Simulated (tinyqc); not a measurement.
# Long-channel MOSFET, surface-potential model: what changes with what

n-channel transistor on a uniformly doped p-type body, gradual-channel approximation, constant mobility, Boltzmann statistics, full ionisation. Potentials are counted from the neutral body; V is the electron quasi-Fermi potential, Vsb at the source and Vsb + Vds at the drain. Charges are magnitudes per area.

Values chosen for this exercise; material values close to those of silicon:
```
symbol    value        unit                                      meaning
T           300           K                                  temperature
Eg         1.11          eV                                     band gap
eps_r      11.8               relative permittivity of the semiconductor
Nc      2.78e19       cm^-3       conduction-band density of states at T
Nv      2.63e19       cm^-3          valence-band density of states at T
Na         1e17       cm^-3                 acceptor density of the body
eox        8.97              relative permittivity of the gate insulator
tox          37          nm                          insulator thickness
Vfb       -0.35           V                            flat-band voltage
mu          620  cm^2/(V s)                             channel mobility
W            20          um                                   gate width
L             5          um                                  gate length
Vsb         0.5           V                     source-body reverse bias
Vgs         1.9           V                          gate-source voltage
Vds         0.5           V                         drain-source voltage
```

Constants: q = 1.602176634e-19 C, kB = 1.380649e-23 J/K, Vt = kB T/q, eps0 = 8.8541878128e-14 F/cm where lengths are in cm. Results are converted to the units shown.

Each table varies one quantity; the others keep the values above.

## Effect of the source-body reverse bias

ni = sqrt(Nc Nv) exp(-Eg/(2 Vt)), Eg in volts; phiF = Vt ln(Na/ni); Cox = eps0 eox/tox; gamma = sqrt(2 q eps0 eps_r Na)/Cox. The surface potential psi at channel potential V solves Vgs + Vsb - Vfb - psi = gamma sqrt(G), G = psi - Vt + Vt exp((psi - 2 phiF - V)/Vt). Charge sheet: Qi = Cox gamma [sqrt(G) - sqrt(psi - Vt)]; I = mu (W/L) [integral of Qi dpsi from psi_0 to psi_L (drift) + Vt (Qi0 - QiL) (diffusion)], with psi_0 at V = Vsb and psi_L at V = Vsb + Vds. VT = Vfb + 2 phiF + gamma sqrt(2 phiF + Vsb), m = 1 + gamma/(2 sqrt(2 phiF + Vsb)). The swing is 20 mV/log10[I(VT - 0.14 V)/I(VT - 0.16 V)] of the charge-sheet current at the given Vds.

The same in every row: gamma (V^0.5) = 0.8524.

Result of one run:

| Vsb (V) | VT (V) | m | swing (mV/decade) | I at Vgs, Vds (uA) |
|---|---|---|---|---|
| 1.25 | 1.697 | 1.296 | 78.42 | 4.455 |

What becomes of these results when the source-body reverse bias Vsb is changed from 1.25 to 1.5 V, all else the same?

Result of the changed run:

| Vsb (V) | VT (V) | m | swing (mV/decade) | I at Vgs, Vds (uA) |
|---|---|---|---|---|
| 1.5 | 1.769 | 1.280 | 77.27 | 1.766 |

The whole series:

| Vsb (V) | VT (V) | m | swing (mV/decade) | I at Vgs, Vds (uA) |
|---|---|---|---|---|
| 0 | 1.243 | 1.471 | 91.93 | 56.81 |
| 0.25 | 1.352 | 1.412 | 87.09 | 39.09 |
| 0.5 | 1.450 | 1.371 | 83.90 | 25.76 |
| 0.75 | 1.539 | 1.340 | 81.59 | 15.96 |
| 1 | 1.621 | 1.316 | 79.83 | 9.035 |
| 1.25 | 1.697 | 1.296 | 78.42 | 4.455 |
| 1.5 | 1.769 | 1.280 | 77.27 | 1.766 |

As Vsb goes from 0 to 1.5 V, VT rises from 1.24 to 1.77 V, the swing falls from 91.9 to 77.3 mV a decade and the current falls from 56.8 to 1.77 uA. The swing is 5.0 % above m Vt ln 10 in the first row and 1.4 % above it in the last.

## Output curve

Pao-Sah: Qi(V) = (Cox gamma/2) integral from 3 Vt to psi of exp((u - 2 phiF - V)/Vt)/sqrt(G(u, V)) du, and I = mu (W/L) integral of Qi dV from Vsb to Vsb + Vds. Square law: VT = Vfb + 2 phiF + gamma sqrt(2 phiF + Vsb), m = 1 + gamma/(2 sqrt(2 phiF + Vsb)), I = mu Cox (W/L) [(Vgs - VT) v - m v^2/2] with v the smaller of Vds and (Vgs - VT)/m, and zero below VT.

In this table Vgs = 1.9 V.

Output curve:

| Vds (V) | psi_L (V) | QiL (nC/cm^2) | I, charge sheet (uA) | I, Pao-Sah (uA) | I, square law (uA) |
|---|---|---|---|---|---|
| 0.05 | 1.461 | 57.54 | 7.885 | 8.005 | 11.07 |
| 0.11 | 1.513 | 42.50 | 15.27 | 15.50 | 21.94 |
| 0.17 | 1.562 | 28.30 | 20.50 | 20.80 | 30.18 |
| 0.23 | 1.606 | 15.57 | 23.72 | 24.07 | 35.80 |
| 0.29 | 1.640 | 5.780 | 25.25 | 25.62 | 38.79 |
| 0.35 | 1.656 | 1.076 | 25.69 | 26.07 | 39.32 |
| 0.41 | 1.660 | 0.1204 | 25.76 | 26.13 | 39.32 |
| 0.47 | 1.660 | 0.01200 | 25.76 | 26.14 | 39.32 |
| 0.53 | 1.660 | 0.001180 | 25.76 | 26.14 | 39.32 |

The Pao-Sah current rises from 8.00 to 26.1 uA, while the charge at the drain end falls from 57.5 to 0.00118 nC/cm^2. The current first comes within 1 % of its last value at Vds = 0.35 V among the rows listed; the square law saturates at (Vgs - VT)/m = 0.328 V. Over the last two rows psi_L moves by less than 1 mV: the drain has lost hold of the surface potential, so the current no longer grows. In the last row the charge sheet is 1.4 % below Pao-Sah and the square law 50 % above it.

Numbers from tinyqc (`OMP_NUM_THREADS=1 python tinyqc.py 2360020 2360021 out.jsonl`; about 0.04 s on one thread of a shared Intel Xeon 2.30GHz).
